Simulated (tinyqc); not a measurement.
Changing the silane pressure p_S: microkinetic model of low-temperature epitaxy from hydride gases: adsorption, hydrogen desorption and rate control. Computed by tinyqc, a small Python program. Command: `OMP_NUM_THREADS=1 python tinyqc.py 3010201 3010202 out.jsonl hepi sweep`. One thread of a shared host (Intel(R) Xeon(R) Processor @ 2.30GHz), about 0.04 s of CPU time with the checks.

Each hydride molecule needs two free sites and leaves four hydrogen atoms, of which two leave at once as H2; theta is the hydrogen coverage, the site density is 6.78 per nm^2 and one layer is 1.358 angstrom thick.

Inputs (values chosen for the exercise, close to those used for silane and germane on Si(001)): sticking prefactor of silane s0 = 0.039; adsorption barrier E_s = 0.35 eV; desorption prefactor nu_d = 2.6e+12 1/s; desorption energy on silicon E_d = 2.1 eV; hydrogen carrier pressure p_H = 8600 Pa; sticking of hydrogen s_H = 5e-08; temperature T = 520 C; germane pressure p_G = 0.011 Pa; sticking ratio of germane to silane r_G = 4.9; lowering of E_d per unit germanium fraction, dE = 0.45 eV.

Film: silicon-germanium. Order of hydrogen desorption: first.

Constants: k_B = 8.617333262e-05 eV/K; u = 1.6605390666e-27 kg; k_B = 1.380649e-23 J/K.

Method:
- Flux per site F = p/(sqrt(2 pi M k_B T) x 6.78e18 per m^2), M = 32.12 u (silane), 76.63 u (germane), 2.016 u (hydrogen); s = s0 exp(-E_s/(k_B T)); k_S = s F_S, k_G = r_G s F_G; germanium fraction x = k_G/(k_S + k_G); k = k_S + k_G; k_H = s_H F_H; k_d = nu_d exp(-(E_d - dE x)/(k_B T)).
- Temperatures in kelvin are T(C) + 273.15.
- With k the hydride and k_H the hydrogen adsorption rate on free pairs and k_d the desorption rate, steady state: 2 (k + k_H)(1 - theta)^2 = k_d theta; growth rate R = k (1 - theta)^2 layers/s; 1 layer/s = 8.148 nm/min.
- With c = 2 (k + k_H)/k_d the free share is 1 - theta = 2/(1 + sqrt(1 + 4c)).
- X_i = d ln R/d ln k_i at fixed other constants. With f = 1 - theta and a = 2/f + 1/theta: d ln f/d ln k_d = 1/(a f), so X_d = 2/(a f), X_k = 1 - X_d k/(k + k_H), X_H = -X_d k_H/(k + k_H); they sum to 1.

One run for each value:
```
silane pressure p_S (Pa)  growth rate G (nm/min)  hydrogen coverage theta  X_d (desorption)
0.001                                     0.1353                   0.0966            0.1762
0.003                                     0.1335                   0.1266            0.2248
0.01                                      0.1185                   0.2442            0.3926
0.03                                      0.0731                   0.5061            0.6721
0.1                                       0.0360                   0.7597            0.8634
0.3                                       0.0352                   0.8492            0.9184
1                                         0.0652                   0.8832            0.9380
3                                         0.1362                   0.9015            0.9482
10                                        0.2619                   0.9248            0.9610
30                                        0.3684                   0.9485            0.9736
```

Over the rows, growth rate G (nm/min) goes from 0.135 through a minimum among these rows, 0.0352 at 0.300, to 0.368; hydrogen coverage theta rises from 0.0966 to 0.948 (exponent d ln y / d ln x 0.25 between the first rows and 0.023 between the last); X_d (desorption) rises from 0.176 to 0.974 (exponent d ln y / d ln x 0.22 between the first rows and 0.012 between the last). More silane also dilutes the germanium, which raises the desorption barrier, so G can fall.

Caution (rows 0.00100, 0.00300, 0.0100, 0.0300): layer thickness and site density of silicon are kept, and strain and surface segregation of germanium are ignored, which matters at this fraction. Caution (all rows): at carrier pressures near or above 1e4 Pa gas-phase transport, left out here, begins to limit.

Extremes, crossings and ranges named in words are read from the listed rows.
